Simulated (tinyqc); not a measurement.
Inside a calculation. Model: solubility, supersaturation, precipitation and gettering of an impurity in a silicon-like host. Computed by tinyqc, a small Python program that keeps every step. Command: `OMP_NUM_THREADS=1 python tinyqc.py 3000496 3000497 out.jsonl ripen walk`. One thread of a shared host (Intel(R) Xeon(R) Processor @ 2.30GHz), about 0.01 s of CPU time with the checks. Intermediate numbers are printed to about 6 digits and carried at full precision; extremes and crossings named in words are read from the listed rows.

The wafer was saturated at T1 and is then held at T.

Inputs (values chosen for the exercise, modelled on iron in silicon):

| quantity | value | unit |
|---|---|---|
| site density N0 | 5e+22 | 1/cm^3 |
| enthalpy of solution H | 3 | eV |
| entropy of solution S | 7.8 | k_B |
| diffusion prefactor D0 | 0.0011 | cm^2/s |
| migration energy Q | 0.651 | eV |
| temperature of saturation T1 | 1350 | K |
| anneal temperature T | 752 | K |
| sink density n | 8.4e+08 | 1/cm^3 |
| initial sink radius r0 | 7.7 | nm |
| impurity density in the precipitate C_p | 5.3e+22 | 1/cm^3 |
| interface energy gamma | 0.41 | J/m^2 |
| anneal time t | 2500 | s |
| wafer thickness w | 775 | micrometre |
| segregation energy E_g | 0.91 | eV |
| segregation prefactor k_0 | 0.029 | - |
| getter layer thickness t_g | 3.7 | micrometre |

Gettering: segregation gettering in a layer.

Constants: k_B = 8.617333262e-05 eV/K; k_B = 1.380649e-23 J/K.

## Solubility, diffusivity, supersaturation

C_eq(T) = N0 exp(S/k_B - H/(k_B T)); D(T) = D0 exp(-Q/(k_B T)); C0 = C_eq(T1). Supersaturation s = C0/C_eq(T); critical radius r* = 2 gamma/(C_p k_B T ln s); barrier W* = (4 pi/3) gamma r*^2. Strain energy is left out.

C0 = 7.70832e+14 1/cm^3

C_eq(T) = 957125 1/cm^3

D(T) = 4.76979e-08 cm^2/s

supersaturation s = 8.05362e+08

critical radius r* = 0.0726673 nm

W*/(k_B T) = 0.873472

Sinks of radius r0 are above r* and grow. The barrier is low enough for new nuclei to form. Caution: the barrier to homogeneous nucleation is below 35 k_B T for these inputs, so new precipitates would form and outnumber the fixed sinks assumed here. Caution: a critical radius of atomic size is outside the capillary model.

## Ham's law for sinks of fixed radius

tau0 = 1/(4 pi n r0 D); C_fixed(t) = C_eq + (C0 - C_eq) exp(-t/tau0). If all excess precipitates, the final radius is r_f = [r0^3 + 3 (C0 - C_eq)/(4 pi n C_p)]^(1/3), with tau_f = 1/(4 pi n r_f D).

tau0 = 2579.41 s

C_fixed(t) = 2.92439e+14 1/cm^3

final radius r_f = 16.6190 nm

tau_f = 1195.11 s

The sinks grow 2.2 times, so the fixed radius underrates the later rate.

## Growing precipitates

Growing sinks: with y = r/r_f and y0 = r0/r_f, dy/dt = (1 - y^3)/(3 tau_f y), which integrates to t/tau_f = F(y) - F(y0), F(y) = (1/2) ln[(1 + y + y^2)/(1 - y)^2] - sqrt(3) arctan[(2y + 1)/sqrt(3)]; the share of the excess left is (1 - y^3)/(1 - y0^3), and C(t) = C_eq + (C0 - C_eq) x share.

radius at t = 15.5926 nm

share of the excess left = 0.193304

C(t) with growing sinks = 1.49005e+14 1/cm^3

80.7 % of the excess has precipitated.

## Segregation into a layer on one face

k = k_0 exp(E_g/(k_B T)); in equilibrium the bulk keeps C/C0 = 1/(1 + k t_g/w). For a strong sink on one face the slowest diffusion mode has tau_w = 4 w^2/(pi^2 D), and C/C0 is estimated as c_eq + (1 - c_eq)(8/pi^2) sum over odd m up to 99 of exp(-m^2 t/tau_w)/m^2. Precipitation is left out here.

segregation coefficient k = 36397.0

equilibrium C/C0 = 0.00572192

tau_w = 51034.5 s

mean C/C0 at t = 0.841919

Limited by diffusion: far more is left than the 0.0057 that equilibrium would leave.

## The best anneal temperature for the time t

C_eq(T) = N0 exp(S/k_B - H/(k_B T)); D(T) = D0 exp(-Q/(k_B T)); C0 = C_eq(T1). r_f = [r0^3 + 3 (C0 - C_eq)/(4 pi n C_p)]^(1/3), tau_f = 1/(4 pi n r_f D).

Dissolved share after t:

| T (K) | C_eq/C0 | tau_f (s) | C(t)/C0 |
|---|---|---|---|
| 608 | 2.14872e-14 | 1.29040e+04 | 9.04220e-01 |
| 702 | 4.59191e-11 | 2.44430e+03 | 5.00167e-01 |
| 810 | 3.41713e-08 | 5.82106e+02 | 2.25625e-02 |
| 918 | 5.36591e-06 | 1.94301e+02 | 9.66739e-06 |
| 1026 | 2.90612e-04 | 8.17157e+01 | 2.90612e-04 |
| 1134 | 7.35801e-03 | 4.06146e+01 | 7.35801e-03 |
| 1228 | 7.71517e-02 | 2.49274e+01 | 7.71517e-02 |
| 1296 | 3.41471e-01 | 1.99188e+01 | 3.41471e-01 |

The lowest dissolved share among these rows is 9.7e-6 at 918 K. Above it solubility sets the floor; below it diffusion is too slow for this time. Solubility falls with H = 3 eV and diffusion with Q = 0.651 eV.

Checks made by the program: radius against numerical integration (relative difference 1e-10).
